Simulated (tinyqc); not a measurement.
Thin-film optics by transfer matrices: sweeps and comparisons. A value that a table varies takes the place of the one given here.

Indices N = n + i k. Snell: N0 sin(theta) = N_j sin(theta_j), with Im(N_j cos theta_j) >= 0. Admittance y_j = N_j cos theta_j for s and N_j/cos theta_j for p. Phase delta_j = 2 pi N_j cos theta_j d_j/lambda. Layer matrix [[cos delta, -i sin delta/y], [-i y sin delta, cos delta]], multiplied from the top down to M. (B, C) = M (1, y_sub); r = (y0 B - C)/(y0 B + C), R = |r|^2, T = 4 Re y0 Re y_sub/|y0 B + C|^2, absorbed in the films 1 - R - T.

Ellipsometry: rho = tan(Psi) exp(i Delta) = -conj(r_p/r_s) with the r of the admittance formula, Delta in 0 to 360 degrees, so that a bare dielectric at small angles gives Delta = 180.

Values chosen for the exercise (indices near those of SiO2 on Cu; the results hold for these values, not for the real material):
- lam = 633 nm (vacuum wavelength)
- n0 = 1 (ambient index)
- n = (1.475, 0.267) (n of SiO2, substrate)
- k = (0, 3.549) (k in the same order)
- d = (201) nm (thicknesses, top first)
- theta = 30 degrees (angle of incidence)
- pol = p (polarisation)

## Swing curve: thickness of the top film

The first entry of d takes the values listed.

Stack:
```
d_1 (nm)       R       T  absorbed
201.0     0.9196  0.0804    0.0000
239.0     0.9080  0.0920    0.0000
277.0     0.8773  0.1227    0.0000
315.0     0.8571  0.1429    0.0000
353.1     0.8834  0.1166    0.0000
391.1     0.9115  0.0885    0.0000
429.1     0.9196  0.0804    0.0000
467.1     0.9080  0.0920    0.0000
505.1     0.8773  0.1227    0.0000
543.1     0.8571  0.1429    0.0000
581.1     0.8833  0.1167    0.0000
619.1     0.9114  0.0886    0.0000
657.2     0.9196  0.0804    0.0000
```

What can be read from the table?

R swings between 0.8571 and 0.9196 on these points. The period is lambda/(2 Re(N_1 cos theta_1)) = 228.1 nm, six rows. The film does not absorb, so the swing repeats exactly. The swing ratio (max - min)/mean is 0.07.

## Angle of incidence

Both polarisations.

Stack:
```
theta (degrees)     R_s     R_p    Psi   Delta
0                0.9292  0.9292  45.00  180.00
15               0.9322  0.9271  44.92  178.55
30               0.9401  0.9196  44.68  175.85
45               0.9497  0.9022  44.27  177.00
55               0.9561  0.8817  43.84  184.47
60               0.9595  0.8681  43.57  191.89
65               0.9634  0.8528  43.25  202.94
70               0.9680  0.8375  42.93  218.85
75               0.9738  0.8280  42.68  241.27
80               0.9811  0.8376  42.74  272.10
85               0.9900  0.8901  43.48  312.46
```

What does this show, and why?

R_s and R_p agree at normal incidence (0.9292). R_p is lowest at 75 degrees of those listed (0.8280), where R_s = 0.9738: the two are within a factor 2 of each other, so the minimum selects polarisation poorly. R_s rises steadily with the angle.

## Sensitivity of the reflectance

R for both polarisations. Each row changes one parameter from the base and keeps the others.

Results:
```
case                   R_s     R_p     T_s
base                0.9401  0.9196  0.0599
d = (206) nm        0.9400  0.9192  0.0600
n = (1.505, 0.267)  0.9403  0.9197  0.0597
k = (0, 3.914)      0.9490  0.9318  0.0510
lam = 638 nm        0.9401  0.9197  0.0599
theta = 35 degrees  0.9432  0.9152  0.0568
```

How do the results move?

The largest shifts from the base row, up to three for each result and ties (the steps differ in size, so this ranks the rows, not the parameters). R_s: k +0.0089, theta +0.0031, n +0.0002; unchanged at the printed digits by lam. R_p: k +0.0122, theta -0.0044, d -0.0004. T_s: k -0.0089, theta -0.0031, n -0.0002; unchanged at the printed digits by lam.

(tinyqc, `OMP_NUM_THREADS=1 python tinyqc.py 1680853 1680854 out.jsonl`, Intel(R) Xeon(R) Processor @ 2.30GHz, 1 thread, shared host, about 0.02 s.)
